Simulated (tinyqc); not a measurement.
Raising U: Hubbard chain of 4 sites, mean field against exact. Computed by the program tinyqc. Command: `OMP_NUM_THREADS=1 python tinyqc.py 111263 111264 out.jsonl`; one thread of a shared host (Intel(R) Xeon(R) Processor @ 2.60GHz), about 5 s.

one-body matrix (hopping and site energies) (eV):
```
         1        2        3        4
1   0.0000  -0.6900   0.0000   0.0000
2  -0.6900   0.0000  -0.6900   0.0000
3   0.0000  -0.6900   0.0000  -0.6900
4   0.0000   0.0000  -0.6900   0.0000
```

electrons, up and down: 2  2

Collinear unrestricted mean field (the lowest of 40 random starts) against exact diagonalisation.

Exact and mean-field results (eV):

| U | U/t | E exact | E mean field | mean \|n_up - n_down\| | double occupancy, exact | first gap in the sector |
|---|---|---|---|---|---|---|
| 0.3400 | 0.4928 | -2.763164 | -2.745774 | 0.0000 | 0.2245 | 0.7584 |
| 0.6900 | 1.0000 | -2.467002 | -2.395774 | 0.0000 | 0.1988 | 0.6753 |
| 1.3800 | 2.0000 | -1.984401 | -1.722956 | 0.3935 | 0.1521 | 0.5443 |
| 2.0700 | 3.0000 | -1.619724 | -1.270975 | 0.6966 | 0.1138 | 0.4463 |
| 2.7600 | 4.0000 | -1.347670 | -0.989682 | 0.8199 | 0.0849 | 0.3728 |
| 4.1400 | 6.0000 | -0.988036 | -0.676891 | 0.9177 | 0.0494 | 0.2743 |
| 5.5200 | 8.0000 | -0.770849 | -0.512028 | 0.9534 | 0.0312 | 0.2143 |
| 8.2800 | 12.0000 | -0.529967 | -0.343392 | 0.9792 | 0.0152 | 0.1475 |
| 13.8000 | 20.0000 | -0.323348 | -0.206654 | 0.9925 | 0.0057 | 0.0900 |

In absolute terms mean field is worst at U/t = 4.0, 0.358 eV too high: at small U it is nearly exact, and at large U it misses only exchange-scale energies. Its local moments set in at U/t = 2.0 of those listed, a broken symmetry that the exact state of a finite cluster with equal spins does not have. Relative to the exact energy its error is 0.6 % at the smallest U, 36 % at most and 36 % at the largest. The double occupancy falls from 0.224 to 0.006; at the largest U the first gap is 0.65 times the exchange scale 4t^2/U.
